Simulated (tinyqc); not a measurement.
Shift against diffusion length: interdiffusion of a quantum well during annealing: blurred potential and shift of the confined levels. Computed by tinyqc, a small Python program. Command: `OMP_NUM_THREADS=1 python tinyqc.py 3018988 3018989 out.jsonl qwi walk`. One thread of a shared host (Intel(R) Xeon(R) Processor @ 2.30GHz), about 0.06 s of CPU time with the checks.

A square well of width w is blurred by Fick diffusion with a constant coefficient; band offsets are linear in composition, masses are uniform, and strain and excitons are ignored.

Inputs (values chosen for the exercise, modelled on GaAs in AlGaAs):

| quantity | value | unit |
|---|---|---|
| well width w | 4.3 | nm |
| electron mass m_e | 0.0693 | m_0 |
| hole mass m_h | 0.4 | m_0 |
| conduction offset V_c | 0.21 | eV |
| valence offset V_v | 0.16 | eV |

Constants: hbar^2/(2 m_0) = 3.80998212 eV angstrom^2.

Method:
- Square well, ground state: take the lowest root of k tan(k w/2) = kappa, k^2 = E/c, kappa^2 = (V - E)/c, c = hbar^2/(2m) with hbar^2/(2 m_0) in eV angstrom^2.
- With L = sqrt(D t) and the share at the centre erf(w/(4L)). After the anneal: V(z) = V {1 - (1/2)[erf((w/2 - z)/(2L)) + erf((w/2 + z)/(2L))]}, energies counted from the original well bottom. Finite differences on 3000 points over |z| < w/2 + 6L + 25 nm; shifts are taken against the same grid with cell-averaged square steps.
- First-order estimate for small L: the shift is 2 L^2 V |d(psi^2)/dz| at an edge, with psi the normalised square-well state: psi^2 = cos^2(k z)/(w/2 + 1/kappa) inside, so |d(psi^2)/dz| = k sin(k w)/(w/2 + 1/kappa).

electron level before the anneal = 88.6739 meV

hole level before the anneal = 27.0942 meV

Shifts (meV):

| L/w | L (nm) | share at the centre | electron | hole | sum | first-order sum |
|---|---|---|---|---|---|---|
| 0.02 | 0.086 | 1 | 0.277 | 0.297 | 0.573 | 0.60399 |
| 0.04 | 0.172 | 1 | 1.069 | 1.133 | 2.202 | 2.4160 |
| 0.07 | 0.301 | 1.00000 | 3.103 | 3.281 | 6.384 | 7.3989 |
| 0.1 | 0.43 | 0.99959 | 5.991 | 6.428 | 12.419 | 15.100 |
| 0.15 | 0.645 | 0.98158 | 12.204 | 13.675 | 25.879 | 33.975 |
| 0.2 | 0.86 | 0.92290 | 19.373 | 22.62 | 41.993 | 60.399 |
| 0.3 | 1.29 | 0.76141 | 33.599 | 40.819 | 74.417 | 135.90 |
| 0.45 | 1.935 | 0.56794 | 50.576 | 61.763 | 112.339 | 305.77 |
| 0.7 | 3.01 | 0.38649 | 68.541 | 82.371 | 150.912 | 739.89 |
| 1 | 4.3 | 0.27633 | 80.949 | 95.619 | 176.567 | 1510.0 |

The sum grows as L^1.94 between the first rows (L^2, linear in time, in first order) and as L^0.44 between the last, as it bends towards the limit V_c + V_v less the original levels, 254.2 meV. The first-order form is off by +5 % in the first row and +22 % at L/w = 0.1; it needs L well below the decay length 1/kappa. At L/w = 0.2 the hole level has moved by the larger share of its offset (14.1 % for the hole, 9.2 % for the electron). Caution: the well mass is used in the barriers too; a heavier barrier mass would lower these levels.
